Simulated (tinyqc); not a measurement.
Worked calculation: implant damage, amorphisation by cascade overlap, and solid-phase epitaxial regrowth. Computed by tinyqc, a small Python program that keeps every step. Command: `OMP_NUM_THREADS=1 python tinyqc.py 3113629 3113630 out.jsonl sper walk`. One thread of a shared host (Intel(R) Xeon(R) Processor @ 2.30GHz), about 0.01 s of CPU time with the checks. Intermediate numbers are printed to about 7 digits and carried at full precision; extremes and crossings named in words are read from the listed rows.

Range and width of the damage are inputs. Dynamic annealing enters only through the surviving share f.

Inputs (values chosen for the exercise, modelled on silicon ions in silicon):
```
quantity                            value    unit
atomic density N                     49.9  1/nm^3
ion Z1                                 14       -
ion mass M1                            28       u
target Z2                              14       -
target mass M2                      28.09       u
ion energy E                          100     keV
displacement energy E_d                14      eV
depth of the damage peak R_d           85      nm
width of the damage profile s_d        59      nm
share of defects that survive f      0.36       -
critical displaced share x_c         0.13       -
dose Q                            6.2e+14  1/cm^2
overlaps needed n                       2       -
area amorphised by one track A_i     0.35    nm^2
regrowth prefactor v0             4.8e+15    nm/s
regrowth energy E_a                  2.69      eV
anneal temperature                    560       C
rate relative to (100)               0.04       -
peak enhancement by the dopant         11       -
ramp rate                             3.4     K/s
```

Constants: a_0 = 0.529177210903 angstrom; e^2/(4 pi eps_0) = 14.39964548 eV angstrom; k_B = 8.617333262e-05 eV/K.

## Damage energy and displacements per ion

Robinson partition: eps = E a M2/(Z1 Z2 (e^2/(4 pi eps_0)) (M1 + M2)), a = 0.8853 a_0/sqrt(Z1^(2/3) + Z2^(2/3)); k = 0.0793 Z1^(2/3) Z2^(1/2) (M1 + M2)^(3/2)/((Z1^(2/3) + Z2^(2/3))^(3/4) M1^(3/2) M2^(1/2)); damage energy T_d = E/(1 + k (eps + 0.40244 eps^(3/4) + 3.4008 eps^(1/6))); displacements nu = 0.8 T_d/(2 E_d).

reduced energy eps = 2.438891

k = 0.1465215

damage energy T_d = 48.76754 keV

T_d/E = 0.4876754

displacements per ion nu = 1393.358

51 % of the energy goes to electrons.

## The amorphous layer

Displaced share x(z) = f nu Q exp(-(z - R_d)^2/(2 s_d^2))/(sqrt(2 pi) s_d N); the layer is amorphous where x > x_c, between R_d -/+ s_d sqrt(2 ln(x_max/x_c)), the upper edge being cut at the surface. Threshold dose Q_c = Q x_c/x_max.

peak displaced share x_max = 0.4214194

threshold dose Q_c = 1.912584e+14 1/cm^2

upper edge = 0 nm

lower edge = 175.4874 nm

The layer reaches the surface.

## Damage left below the interface

Displaced atoms per area beyond the lower edge z2: f nu Q (1/2) erfc((z2 - R_d)/(sqrt2 s_d)); they are not removed by regrowth.

share of the damage beyond z2 = 0.06255365

displaced atoms beyond z2 = 1.945403e+16 1/cm^2

## Layer against dose

The formulas are those given above.

Dose series; the last column is f nu Q erfc((z2 - R_d)/(sqrt2 s_d))/2:
```
Q (1/cm^2)     x_max  upper edge (nm)  lower edge (nm)  displaced atoms beyond z2 (1/cm^2)
2.10e+14    0.142739         59.48878         110.5112                        3.504883e+16
2.87e+14    0.195076         31.84386         138.1561                        2.646119e+16
4.78e+14    0.324901          5.14332         164.8567                        2.108709e+16
7.65e+14    0.519977          0.00000         183.2399                        1.839917e+16
1.34e+15    0.910810          0.00000         201.4200                        1.628985e+16
2.30e+15    1.563330          0.00000         216.5856                        1.484231e+16
4.78e+15    3.249007          0.00000         234.6920                        1.339810e+16
9.56e+15    6.498015          0.00000         250.0254                        1.236563e+16
```

A dose 46 times larger moves the lower edge from 111 to 250 nm, as the root of a logarithm, and the damage beyond it falls by a factor 2.8, since the edge lies on an ever steeper tail. The layer reaches the surface at Q_c exp(R_d^2/(2 s_d^2)) = 5.40e14 per cm^2.

## Overlap model

Gibbons model: a point turns amorphous after n + 1 hits; with y = A_i Q the amorphous share is 1 - exp(-y) sum_(k=0..n) y^k/k!. Doses are set by y.

Amorphous share:
```
y      Q (1/cm^2)  direct impact (n = 0)       given n
0.1  2.857143e+13              0.0951626  1.546531e-04
0.3  8.571429e+13              0.2591818  3.599493e-03
0.6  1.714286e+14              0.4511884  2.311529e-02
1.0  2.857143e+14              0.6321206  8.030140e-02
2.0  5.714286e+14              0.8646647  3.233236e-01
3.0  8.571429e+14              0.9502129  5.768099e-01
5.0  1.428571e+15              0.9932621  8.753480e-01
8.0  2.285714e+15              0.9996645  9.862460e-01
```

At small y the share grows as y^3; between the first rows the exponent is 2.86.

## Isothermal regrowth

v = v0 x orientation factor x exp(-E_a/(k_B T)) x [1 + (enhancement - 1) exp(-(z - R_d)^2/(2 s_d^2))], T = anneal temperature + 273.15 K; the dopant is taken to follow the damage profile; the lower front moves from the lower edge z2 to the surface, or to the middle (z1 + z2)/2 of a buried layer with upper edge z1; time = int dz/v; the equivalent undoped distance is that time times the undoped velocity.

undoped velocity = 0.01026402 nm/s

distance to regrow = 175.4874 nm

time without enhancement = 17097.34 s

equivalent undoped distance = 23.00497 nm

time with enhancement = 2241.322 s

The rate doubles for each 15 K or so near this temperature. Caution: regrowth on (111) is not only slow but leaves twins, which a single velocity does not describe.

## Regrowth during a ramp

On a linear ramp from 200 C regrowth ends at the T_f where int v_undoped dT/(ramp rate) equals the equivalent undoped distance.

temperature at which regrowth ends = 705.6050 C

Checks made by the program: tail against quadrature of x(z) N (relative difference below 1e-10).
